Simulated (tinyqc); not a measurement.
What each parameter does: model-solid line-up of a strained alloy layer on a substrate.

All values of the alloy are linear in x but the gap, Eg(x) = (1 - x) Eg_A + x Eg_B - C x (1 - x), and the valence edge, Ev(x) = (1 - x) Ev_A + x Ev_B + fv C x (1 - x); Ec = Ev + Eg. Ev is the top of the unstrained valence band on a scale common to all materials. In the layer only the Gamma valley of the conduction band is followed, also where an X or L valley would lie lower.

Coherent growth on a (001) face: e_par = (a_s - a)/a, e_perp = -2 (C12/C11) e_par; exx = eyy = e_par, ezz = e_perp, no shear.

Strained edges: Ec + ac tr(e); the valence edges are Ev plus the levels of the 6 x 6 matrix of X, Y, Z times spin with -Dso/3 + l exx + m (eyy + ezz) on the diagonal (cyclic), n exy off it, l = av + 2 b, m = av - b, n = sqrt(3) d. Spin-orbit term (Dso/3) L.sigma on X, Y, Z with (L_k)_ij = -i epsilon_kij: <X+|H|Y+> = -i Dso/3, <X+|H|Z-> = Dso/3, <Y+|H|Z-> = -i Dso/3, <Z+|H|X-> = -Dso/3, <Z+|H|Y-> = i Dso/3, <X-|H|Y-> = i Dso/3, and their conjugates; + and - are the spin along z.

dEc = Ec(substrate) - Ec(layer), dEv = Ev(layer) - Ev(substrate); positive values confine the carrier in the layer. Type I: both of one sign; type II: opposite signs; type III: the gaps do not overlap.

Values chosen for the exercise (A near InAs, B near InSb, substrate near GaSb; not measured data): a = (6.067, 6.484) angstrom (lattice constant of A, B); Eg = (0.421, 0.232) eV (gap at Gamma to the s-like level of A, B); Dso = (0.388, 0.822) eV (spin-orbit splitting of A, B); Ev = (-0.6, 0) eV (top of the unstrained valence band of A, B); ac = (-5.07, -6.99) eV (conduction deformation potential of A, B); av = (1, 0.36) eV (valence hydrostatic potential of A, B); b = (-1.79, -1.98) eV (tetragonal shear potential of A, B); d = (-3.62, -4.65) eV (trigonal shear potential of A, B); C11 = (84.2, 68.5) GPa (of A, B); C12 = (45.6, 37.5) GPa (of A, B); C44 = (39.4, 31.2) GPa (of A, B); C = 0.726 eV (bowing of the gap); fv = 0.7 (share of the bowing taken by the valence edge); a_s = 6.089 angstrom (substrate); Eg_s = 0.802 eV (lowest gap of the substrate); Ev_s = -0.03 eV (substrate valence edge); face = 001 (growth face); x = 0.29 (fraction of B).

Strained gap, valence splitting and offsets.

Results for these values:

| case | gap (eV) | splitting (meV) | dEc (eV) | dEv (eV) |
|---|---|---|---|---|
| base | 0.2493 | 106.9 | 0.7944 | -0.2417 |

What happens to each result for ac = (-5.83, -8.038) eV, all else kept?

Answer: gap rises from 0.2493 to 0.2616; splitting does not change at the printed digits; dEc falls from 0.7944 to 0.7821; dEv does not change at the printed digits.

The same for each parameter in turn:

| case | gap (eV) | splitting (meV) | dEc (eV) | dEv (eV) |
|---|---|---|---|---|
| base | 0.2493 | 106.9 | 0.7944 | -0.2417 |
| x = 0.27 | 0.2565 | 98.9 | 0.8081 | -0.2626 |
| a_s = 6.109 angstrom | 0.2427 | 88.0 | 0.8111 | -0.2518 |
| C = 0.826 eV | 0.2287 | 106.9 | 0.8006 | -0.2273 |
| fv = 0.9 | 0.2493 | 106.9 | 0.7645 | -0.2118 |
| Ev_s = 0.02 eV | 0.2493 | 106.9 | 0.8444 | -0.2917 |
| C12 = (52.44, 43.125) GPa | 0.2277 | 113.8 | 0.8091 | -0.2348 |
| ac = (-5.83, -8.038) eV | 0.2616 | 106.9 | 0.7821 | -0.2417 |
| av = (1.15, 0.414) eV | 0.2511 | 106.9 | 0.7944 | -0.2435 |

tinyqc: `OMP_NUM_THREADS=1 python tinyqc.py 1081560 1081561 out.jsonl`; about 0.02 s, one thread, shared Intel(R) Xeon(R) Processor @ 2.30GHz.
